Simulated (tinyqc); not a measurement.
Round or elliptic silicon nanowire with anisotropic valleys (Ritz method): one step. Stretching the ellipse. Two cases, with inputs chosen for the exercise.

Problem. Scaling y by 1/sqrt(w_y) and z by 1/sqrt(w_z) makes the mass 1 and the semi-axes A = a/sqrt(w_y), B = b/sqrt(w_z). List them with the one-function estimate 3c (1/A^2 + 1/B^2) and the slender limit c (pi/2s)^2 (1 + 2s/(pi l)), s and l the smaller and larger of A, B; c = hbar^2/2m0.

Wire along x = [100] on a (001) wafer, y = [010], z = [001]. Valley groups, two valleys each (w = inverse masses): A, axis along z: w_y = 1/mt, w_z = 1/ml, m_x = mt; B, axis along y: w_y = 1/ml, w_z = 1/mt, m_x = mt; C, axis along x: w_y = w_z = 1/mt, m_x = ml.

Constants: hbar^2/2m0 = 3.80998211 eV angstrom^2.

Case 1.

Values chosen (near those of a Si nanowire; shifted at random, so the results belong to these values and not to a real crystal): ml = 0.906 m0 (longitudinal mass); mt = 0.187 m0 (transverse mass); a = 28 angstrom (semi-axis along y); b = 14 angstrom (semi-axis along z).

Case 2.

Values chosen (near those of a Si nanowire; shifted at random, so the results belong to these values and not to a real crystal): ml = 0.921 m0 (longitudinal mass); mt = 0.193 m0 (transverse mass); a = 27 angstrom (semi-axis along y); b = 42 angstrom (semi-axis along z).

Give: Groups.

Solution.

Case 1.

Groups:

| group | g | A | B | axis ratio | one function (eV) | slender limit (eV) |
|---|---|---|---|---|---|---|
| A | 2 | 12.11 | 13.33 | 1.101 | 0.1423 | 0.1012 |
| B | 2 | 26.65 | 6.05 | 4.402 | 0.3279 | 0.2936 |
| C | 2 | 12.11 | 6.05 | 2.000 | 0.3898 | 0.3381 |

Case 2.

Groups:

| group | g | A | B | axis ratio | one function (eV) | slender limit (eV) |
|---|---|---|---|---|---|---|
| A | 2 | 11.86 | 40.31 | 3.398 | 0.0883 | 0.0793 |
| B | 2 | 25.91 | 18.45 | 1.404 | 0.0506 | 0.0401 |
| C | 2 | 11.86 | 18.45 | 1.556 | 0.1148 | 0.0942 |

The one-function value suits axis ratios near 1 and the slender limit ratios well above 2.

Computed by tinyqc, one run a case: `OMP_NUM_THREADS=1 python tinyqc.py N N+1 out.jsonl` with N = 1250789, 1250887; one thread of a shared Intel(R) Xeon(R) Processor @ 2.30GHz, about 0.04 s a run at most.
